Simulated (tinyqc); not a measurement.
## Round nanowire with a gate all round, subbands and threshold shift from confinement: charge and subband filling against gate voltage

Undoped body with a flat potential across it, hard walls, transport along x. One isotropic valley (g = 1, mx = my = mz = me). Non-parabolicity enters the subband edges through E (1 + al E) = gamma, so E = 2 gamma/(1 + sqrt(1 + 4 al gamma)); motion within a subband is taken as parabolic with the band-edge mass. Energies are counted from the bulk band edge.

gamma = C (2 z/(t + dl))^2 (1/my + 1/mz)/2, z the zeros of the Bessel functions J_l (2.404826, 3.831706, 5.135622, 5.520078, ...), twofold for l > 0; the mean inverse mass is an approximation for anisotropic valleys, C = hbar^2/(2 m0). Each subband has N_k = g sqrt(2 mx m0 kB T/(pi hbar^2)). With degeneracy n = sum N_k F((EF - E_k)/Vt), F(x) = (1/sqrt(pi)) int_0^infinity u^(-1/2) du/(1 + exp(u - x)); gate: Vg = EF + q n/(Cg P), P = pi t, summed over the 60 lowest subbands at most, with Vg counted from the value that would put EF at the bulk band edge of an empty body. Cq = q dn/dEF.

Parameters, values chosen for the exercise; masses close to those of In0.53Ga0.47As: temperature T = 400 K; mass at the band edge me = 0.0418 m0; non-parabolicity al = 1.2 1/eV; diameter t = 14.5 nm; widening of the box by penetration into the insulator dl = 0 nm; gate capacitance per area of interface Cg = 3.5 uF/cm^2.

Constants: q = 1.602176634e-19 C, kB = 1.380649e-23 J/K, hbar = 1.054571817e-34 J s, m0 = 9.1093837015e-31 kg, Vt = kB T/q, hbar^2/(2 m0) = 0.0380998212 eV nm^2. Results are converted to the units shown.

Results:
```
Vg (V)  EF - E_1 (eV)  n (cm^-1)  n/P (cm^-2)  share of the lowest subband (%)  Cq/(Cg P)  total C/(Cg P)
-0.06         -0.1506    1.482e4      3.252e9                            92.91   0.004284        0.004265
0.07         -0.02490    4.409e5     9.680e10                            90.96     0.1006         0.09140
0.19          0.07620    2.323e6     5.099e11                            73.27     0.2795          0.2184
0.32           0.1702    5.903e6     1.296e12                            45.66     0.4565          0.3134
0.44           0.2483    1.007e7     2.211e12                            32.70     0.6410          0.3906
0.56           0.3186    1.502e7     3.298e12                            24.93     0.7572          0.4309
0.69           0.3896    2.089e7     4.586e12                            19.86     0.9176          0.4785
0.94           0.5109    3.370e7     7.397e12                            14.12      1.176          0.5404
```

Estimate the missing row, Vg = 0.81 V.

Computed row:
```
Vg (V)  EF - E_1 (eV)  n (cm^-1)  n/P (cm^-2)  share of the lowest subband (%)  Cq/(Cg P)  total C/(Cg P)
0.81           0.4498    2.684e7     5.893e12                            16.62      1.068          0.5165
```

With this row back in the table: EF passes E_1 = 0.0905 eV at Vg = 0.0979 V. The share of the lowest subband falls from 92.9 to 14.1 % and the total capacitance rises from 0.00427 to 0.540 of Cg P. Between the last two rows 47 % of the added gate voltage goes into raising EF. For Vg = 0.32, 0.44, 0.56, 0.69, 0.81, 0.94 the charge would bend the potential across the body by some 30 mV or more, which is left out.

Range of the model: Non-parabolicity also makes carriers heavier within each subband, which is left out, so densities of states are understated at high energy.

tinyqc, about 0.1 s, one thread, Intel Xeon 2.30GHz (shared host): `OMP_NUM_THREADS=1 python tinyqc.py 2350171 2350172 out.jsonl`
